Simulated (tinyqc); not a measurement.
# From [HF2] back to K2 = [HF2]/([HF][F])

Model: speciation in dilute and buffered hydrofluoric acid, oxide etch rate and bath loading. Computed by tinyqc, a small Python program. Command: `OMP_NUM_THREADS=1 python tinyqc.py 3120275 3120276 out.jsonl hfetch inv`. One thread of a shared host (Intel(R) Xeon(R) Processor @ 2.30GHz), about 0.01 s of CPU time with the checks.

Concentrations stand for activities, NH4+ and Cl- are spectators, and water ionisation is neglected. H, F and HF2 denote the ions H+, F- and HF2-. The base temperature is 298 K.

Inputs (values chosen for the exercise, of the order of those for thermal oxide at room temperature):

| quantity | value | unit |
|---|---|---|
| HF added | 0.54 | mol/L |
| NH4F added | 0 | mol/L |
| HCl added | 0 | mol/L |
| K1 = [H][F]/[HF] | 0.000627 | mol/L |
| K3 = [H2F2]/[HF]^2 | 0 | L/mol |

Method. Fluoride balance: [HF] + [F] + 2 [HF2] + 2 [H2F2] = HF added + NH4F added. Acid balance: [H] + [HF] + [HF2] + 2 [H2F2] = HF added + HCl added. For a trial [H], [HF] = [H][F]/K1, and the fluoride balance is a quadratic in [F]. The root is refined to 1e-13 in pH = -log10 [H].

Problem. A run gave the result below. Find the K2 = [HF2]/([HF][F]), known to lie between 2.6 and 6 L/mol.

[HF2] = 0.0166593 mol/L

Solution.

Each step takes the trial c = (a f_b - b f_a)/(f_b - f_a), f being the result less the target and a, b, c the logarithms of the listed values; c replaces end b, the old b replaces a if the sign of f changed, and otherwise f_a is halved.

Scan of the range:

| K2 = [HF2]/([HF][F]) (L/mol) | [HF2] (mol/L) |
|---|---|
| 2.60 | 0.0151079 |
| 2.99 | 0.0165829 |
| 3.44 | 0.0181586 |
| 3.95 | 0.0198081 |
| 4.54 | 0.0215666 |
| 5.22 | 0.0234295 |
| 6.00 | 0.0253894 |

False position (Illinois rule, in the logarithm of the input) inside the bracket:

| step | end a | end b | trial | [HF2] (mol/L) |
|---|---|---|---|---|
| 1 | 2.99000 | 3.44000 | 3.01039 | 0.0166571 |
| 2 | 3.44000 | 3.01039 | 3.01098 | 0.0166592 |
| 3 | 3.44000 | 3.01098 | 3.01102 | 0.0166594 |
| 4 | 3.01098 | 3.01102 | 3.01100 | 0.0166593 |

[HF2] rises at every point of a 13-point scan of the range (every second point is shown), so one value fits; it is bracketed by 2.99 and 3.44. Answer: K2 = [HF2]/([HF][F]) = 3.011 L/mol.
